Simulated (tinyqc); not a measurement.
What sets the screening length: static screening by free carriers.

kF = (3 pi^2 n/Mv)^(1/3), EF = c kF^2/m with c = hbar^2/2m0, n in 1/angstrom^3 (1e-24 per 1/cm^3), e2 = e^2/(4 pi eps0). Thomas-Fermi: qTF^2 = 6 pi e2 n/(eps EF). Debye: qD^2 = 4 pi e2 n/(eps kB T).

F_j(eta) = (1/Gamma(j + 1)) integral_0^infinity x^j dx/(1 + exp(x - eta)), which tends to exp(eta) for eta << 0.

At finite T: qs^2 = qD^2 F_-1/2(eta)/F_1/2(eta), where n = Mv N F_1/2(eta) and N = 2 (m kB T/(4 pi c))^(3/2) with c = hbar^2/2m0, in 1/angstrom^3; times 1e24 for 1/cm^3.

Constants: hbar^2/2m0 = 3.80998211 eV angstrom^2; e^2/(4 pi eps0) = 14.39964547 eV angstrom; kB = 8.617333262e-05 eV/K.

Inputs chosen for the exercise (near those of GaAs; the results hold for these values, not for the real material): n = 1.3e+16 1/cm^3 (carrier density); m = 0.0699 m0 (mass of one isotropic valley); Mv = 1 (valleys); eps = 13.1 (background dielectric constant); T = 300 K.

All results formed anew.

One parameter was then changed.

Results before and after:
```
case,Debye (angstrom),Thomas-Fermi (angstrom),finite T (angstrom)
base,379.4,103.5,381.3
changed,379.4,90.74,380.7
```

Which of these changes was made? (a) n = 2.6e+16 1/cm^3; (b) eps = 15.72; (c) Mv = 2; (d) T = 360 K; (e) m = 0.0909 m0.

Answer: (e) m = 0.0909 m0. Of the candidates, run in turn, only this one gives the changed row.

All candidates:
```
case,Debye (angstrom),Thomas-Fermi (angstrom),finite T (angstrom)
base,379.4,103.5,381.3
n = 2.6e+16 1/cm^3,268.3,92.19,270.9
m = 0.0909 m0,379.4,90.74,380.7
eps = 15.72,415.6,113.4,417.7
T = 360 K,415.6,103.5,417.2
Mv = 2,379.4,82.13,380.4
```

Computed by tinyqc, a small Python program: `OMP_NUM_THREADS=1 python tinyqc.py 1681514 1681515 out.jsonl` (the numbers bound the seed that draws the inputs); one thread of a shared host (Intel(R) Xeon(R) Processor @ 2.30GHz), about 0.01 s for the whole set of steps.
